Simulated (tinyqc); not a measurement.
Band-to-band tunnelling and avalanche in a reverse-biased abrupt junction. From tunnel current density back to reverse bias V_R. Computed by tinyqc, a small Python program. Command: `OMP_NUM_THREADS=1 python tinyqc.py 3025556 3025557 out.jsonl zener inv`. One thread of a shared host (Intel(R) Xeon(R) Processor @ 2.30GHz), about 0.02 s of CPU time with the checks.

Direct Kane tunnelling in the local field (for indirect gaps the mass is an effective fit) and one ionisation coefficient for both carriers. N is the doping of the light side, or N_A N_D/(N_A + N_D) for the symmetric junction; the built-in voltage is taken as E_g/e.

Inputs (values chosen for the exercise, modelled on silicon):
```
quantity                                     value    unit
band gap at 300 K, E_g                        1.13      eV
gap narrowing with temperature, -dE_g/dT      0.25   meV/K
reduced tunnelling mass m_r                   0.18     m_0
permittivity eps                              11.7       -
ionisation prefactor a                     1.2e+06    1/cm
ionisation field at 300 K, b              1.58e+06    V/cm
relative rise of b with temperature            3.6  1e-4/K
effective doping N                         2.6e+18  1/cm^3
temperature T                                  300       K
```

Junction: one-sided.

Constants: eps_0 = 8.8541878128e-12 F/m; e = 1.602176634e-19 C; m_0 = 9.1093837015e-31 kg; hbar = 1.054571817e-34 J s.

Method:
- E_g(T) = E_g - (T - 300 K)(-dE_g/dT); b(T) = b [1 + (rise)(T - 300 K)]; w = sqrt(2 eps eps_0 (V_R + E_g/e)/(e N)); F_m = 2 (V_R + E_g/e)/w; the field falls linearly from F_m to 0 across w.
- Kane: G(F) = A F^2 exp(-B/F), A = e^2 sqrt(m_r)/(18 pi hbar^2 sqrt(E_g)), B = pi sqrt(m_r) E_g^(3/2)/(2 e hbar), SI units; J = e int G dx x V_R/(V_R + E_g/e), the last factor making J vanish at zero bias; int G dx = (w/F_m) int_0^F_m G dF by 64 Gauss-Legendre points.
- Avalanche: I = (w/F_m) int_0^F_m a exp(-b/F) dF by 64 Gauss-Legendre points, M = 1/(1 - I), breakdown at I = 1.

Problem. A run gave the result below. Find the reverse bias V_R, known to lie between 0.72 and 1.9 V.

tunnel current density = 0.007898444 A/cm^2

Solution.

Each step takes the trial c = (a f_b - b f_a)/(f_b - f_a), f being the result less the target and a, b, c the logarithms of the listed values; c replaces end b, the old b replaces a if the sign of f changed, and otherwise f_a is halved.

Scan of the range:
```
reverse bias V_R (V)  tunnel current density (A/cm^2)
0.720                                     1.86969e-04
0.846                                     5.04750e-04
0.995                                     1.44376e-03
1.170                                     4.32002e-03
1.370                                     1.30508e-02
1.620                                     4.36463e-02
1.900                                     1.40820e-01
```

False position (Illinois rule, in the logarithm of the input) inside the bracket:
```
step    end a    end b    trial  tunnel current density (A/cm^2)
1     1.17000  1.37000  1.24818                       0.00676836
2     1.37000  1.24818  1.26926                       0.00761042
3     1.37000  1.26926  1.27905                       0.00803179
4     1.26926  1.27905  1.27594                       0.00789591
5     1.27905  1.27594  1.27600                       0.00789842
6     1.27905  1.27600  1.27600                       0.00789847
7     1.27600  1.27600  1.27600                       0.00789844
```

Tunnel current density rises at every point of a 13-point scan of the range (every second point is shown), so one value fits; it is bracketed by 1.17 and 1.37. Answer: reverse bias V_R = 1.276 V.
